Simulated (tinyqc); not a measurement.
# Inputs raised by 5 %, one at a time

Model: electroplating on a thin resistive seed layer: kinetics, Wagner number and the terminal effect across a wafer. Computed by tinyqc, a small Python program. Command: `OMP_NUM_THREADS=1 python tinyqc.py 3120218 3120219 out.jsonl terminal sens`. One thread of a shared host (Intel(R) Xeon(R) Processor @ 2.30GHz), about 0.1 s of CPU time with the checks.

Current enters the seed at the rim. The bath is treated as a local resistance per area (no lateral flow in the liquid), two electrons per ion, molar volume 7.11 cm^3/mol, Faraday constant F = e N_A, kinematic viscosity 0.01 cm^2/s, omega = 2 pi x rpm/60; k_B T/e is in volts.

Inputs (values chosen for the exercise, of the order of those for copper plating from an acid sulfate bath): wafer radius R = 15 cm; seed thickness t = 100 nm; seed resistivity = 25 microohm cm; bath conductivity kappa = 0.27 S/cm; gap to the anode h = 5.3 cm; extra resistance of a porous plate = 0 ohm cm^2; exchange current density i_0 = 0.27 mA/cm^2; cathodic transfer coefficient alpha = 0.88; mean current density = 4.7 mA/cm^2; diffusivity of the metal ion = 4.4e-06 cm^2/s; metal ion concentration = 0.75 mol/L; rotation rate = 30 rpm; temperature T = 298 K.

Constants: e = 1.602176634e-19 C; N_A = 6.02214076e+23 1/mol; k_B = 8.617333262e-05 eV/K.

Method:
- Growth rate = i V_m/(2 F). Levich limit i_L = 0.62 x 2 F D^(2/3) omega^(1/2) nu^(-1/6) c. Tafel overpotential eta = (k_B T/(alpha e)) ln(i/i_0); kinetic resistance k_B T/(alpha e i); bath resistance h/kappa + plate; R_s = resistivity/t; Wagner number = kinetic resistance x kappa/R.
- Linearised: with R_t = kinetic + bath resistance the current density obeys (1/r)(r i')' = i R_s/R_t, so i = A I_0(r/l), l = sqrt(R_t/R_s); with x = R/l, edge/centre = I_0(x) and edge/mean = x I_0(x)/(2 I_1(x)).
- Voltage drop in the seed for a uniform current: i R_s R^2/4.
- Full model: seed potential phi(r) with (1/r)(r phi')' = R_s i, where i solves phi = R_b i + (k_B T/(alpha e)) ln(i/i_0) (phi being the driving voltage left at r); phi'(0) = 0 and phi'(R) = R_s i_mean R/2. Solved by collocation to a tolerance of 1e-7.

Runs:
```
input moved                             from      to  edge over centre, full model  edge over centre, linear  length l (cm)  Wagner number
base run                                   -       -                         14.37                     20.24          3.215         0.1118
wafer radius R (cm)                       15   15.75                         16.64                     24.90          3.215         0.1064
seed thickness t (nm)                    100     105                         13.37                     18.32          3.294         0.1118
seed resistivity (microohm cm)            25   26.25                         15.46                     22.41          3.137         0.1118
bath conductivity kappa (S/cm)          0.27  0.2835                         15.08                     21.85          3.156         0.1173
cathodic transfer coefficient alpha     0.88   0.924                         14.71                     20.72          3.196         0.1064
mean current density (mA/cm^2)           4.7   4.935                         14.71                     20.72          3.196         0.1064
exchange current density i_0 (mA/cm^2)  0.27  0.2835                         14.37                     20.24          3.215         0.1118
```

Exponents ln(y'/y) / ln(x'/x):
```
input                                edge over centre, full model  edge over centre, linear  length l  Wagner number
wafer radius R                                              3.002                     4.246     0.000             -1
seed thickness t                                           -1.476                    -2.036     0.500              0
seed resistivity                                            1.493                     2.094    -0.500              0
bath conductivity kappa                                     0.992                     1.576    -0.378              1
cathodic transfer coefficient alpha                         0.482                     0.489    -0.118             -1
mean current density                                        0.482                     0.489    -0.118             -1
exchange current density i_0                                0.000                     0.000     0.000              0
```

Among the inputs moved here: edge over centre, full model answers most in size to wafer radius R (exponent +3.002), next to seed resistivity (+1.493); its exponent is below 0.0005 for exchange current density i_0. Its exponent 0.000 in exchange current density i_0: in the Tafel range i_0 only shifts the voltage. Edge over centre, linear answers most in size to wafer radius R (exponent +4.246), next to seed resistivity (+2.094); its exponent is below 0.0005 for exchange current density i_0. Length l answers most in size to seed thickness t (exponent +0.500), and about equally to seed resistivity (-0.500); its exponent is below 0.0005 for wafer radius R, exchange current density i_0. Its exponent +0.500 in seed thickness t: l = sqrt(R_t/R_s). Wagner number answers most in size to wafer radius R (exponent -1.000), and about equally to bath conductivity kappa (+1.000), mean current density (-1.000), cathodic transfer coefficient alpha (-1.000); its exponent is below 0.0005 for seed thickness t, seed resistivity, exchange current density i_0.
